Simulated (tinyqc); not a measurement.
Weibull analysis of times to dielectric breakdown, with area scaling: two steps of the calculation.

Breakdown times follow F(t) = 1 - exp(-(t/t63)^beta). The 11 times below were drawn at random from beta = 1.4, t63 = 56 s and are treated as data; all samples failed.

Inputs (values chosen for the exercise):
```
symbol  value  unit                           meaning
A1        3.3  um^2          area of a test capacitor
A2      2.3e6  um^2          gate area of the product
Fp       1e-5        allowed share of failed products
beta      1.4                           Weibull slope
```

Question 1. Likelihood estimate of beta. Maximum likelihood: a(beta) = 1/beta with a = sum t^beta ln t/sum t^beta - mean ln t. Newton step: beta(new) = beta - [a - 1/beta]/[v + 1/beta^2], v the variance of ln t under the weights t^beta.

t, i 1 to 11 (s): 18.3  18.8  19  29.1  34.2  37.7  39.7  57.8  67.6  75  86.5
beta after iteration 1 = 2.0502734

Give: beta after iteration 2.

Answer 1.

beta after iteration 2 = 2.0607

Question 2. Scale parameter and projection to the product. t63 = (mean of t^beta)^(1/beta). Defects are spread at random, so -ln(1 - F) is proportional to the area: t63(A2) = t63 (A1/A2)^(1/beta), and the time to the share Fp is t63(A2) (-ln(1 - Fp))^(1/beta).

t, i 1 to 11 (s): 18.3  18.8  19  29.1  34.2  37.7  39.7  57.8  67.6  75  86.5
converged beta = 2.0607096

Give: t63; t63 of the product; time to Fp; decades lost against t63.

Answer 2.

t63 = 49.936 s
t63 of the product = 0.072925 s
time to Fp = 2.7323e-4 s
decades lost against t63 = 5.2619

The straight-line values give 8.37e-5 s for the time to Fp and the values that made the data 1.01e-6 s: with 11 samples beta is uncertain by about 0.78/sqrt(n) = 24 %, and the projection hangs on 1/beta.

tinyqc, about 0.01 s, one thread, Intel Xeon 2.30GHz (shared host): `OMP_NUM_THREADS=1 python tinyqc.py 2070056 2070057 out.jsonl`
